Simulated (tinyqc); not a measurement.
Inside a calculation. Model: vertical double-diffused power MOSFET, components of the on-resistance.

tinyqc, about 0.01 s, one thread, Intel Xeon 2.30GHz (shared host): `OMP_NUM_THREADS=1 python tinyqc.py 2230013 2230014 out.jsonl` Printed values are rounded.

Stripe cells of pitch Wp + a, two channels a cell. Current flows through the channels, spreads in the accumulation layer, passes the gap between the p bodies and spreads at 45 degrees into the drift layer below them. Low drain voltage, full ionisation.

Inputs (values chosen for the exercise); bulk values close to those of silicon:
```
symbol,value,unit,meaning
T,450,K,temperature
eps_r,11.3,,relative permittivity
Kc,4060,V/cm per (cm^-3)^(1/8),critical-field constant
BV,30,V,rated breakdown voltage of the drift layer
mud,1210,cm^2/(V s),drift mobility at 300 K
bt,2.3,,temperature exponent of the drift mobility
tox,31,nm,gate oxide thickness (eps_r 3.9)
Vov,6,V,gate overdrive
mch,230,cm^2/(V s),channel mobility
mac,330,cm^2/(V s),accumulation-layer mobility
Lc,0.7,um,channel length
Wp,2.4,um,"width of the p body in one cell, channels included"
a,1.4,um,gap between neighbouring p bodies
xp,0.9,um,depth of the p body
Nj,3,,doping of the gap over the drift doping
Vbi,0.63,V,built-in voltage of the body junction
Rs,0.39,mohm cm^2,substrate and contact resistance
```

Constants: q = 1.602176634e-19 C, eps0 = 8.8541878128e-14 F/cm where lengths are in cm. Results are converted to the units shown.

## Drift layer

Triangular field at breakdown with Ec = Kc N^(1/8): BV = eps0 eps_r Ec^2/(2 q N), so N = (eps0 eps_r Kc^2/(2 q BV))^(4/3); W = 2 BV/Ec; mu = mud (T/300 K)^(-bt); rho = 1/(q mu N); ideal resistance rho W.

N = 2.05379e16 cm^-3
Ec = 0.444217 MV/cm
W = 1.35069 um
mu = 476.185 cm^2/(V s)
rho = 0.638201 ohm cm
ideal resistance = 0.0862011 mohm cm^2

## Components of the on-resistance

Pitch p = Wp + a, Cox = 3.9 eps0/tox; zero-bias depletion in the gap w0 = sqrt(2 eps0 eps_r Vbi/(q N Nj)), open gap g = a - 2 w0; R_ch = Lc p/(2 mch Cox Vov); R_acc = 0.6 a p/(4 mac Cox Vov), 0.6 being an empirical factor for current leaving the layer along its length; R_gap = (rho/Nj) xp p/g; spreading depth t = min(W, (p - g)/2); R_drift = (rho p/2) ln((g + 2 t)/g) + rho (W - t); R_on = the sum with Rs.

w0 = 0.113007 um
g = 1.17399 um
components (mohm cm^2): channel 0.0865209, accumulation 0.0361815, gap 0.0619725, drift 0.144834, substrate 0.39
R_on = 0.719509 mohm cm^2
shares (%): channel 12.0250, accumulation 5.0286, gap 8.6132, drift 20.1296, substrate 54.2036

The substrate term is the largest. R_on is 8.35 times the ideal drift resistance, and spreading raises the drift term to 1.68 times it.
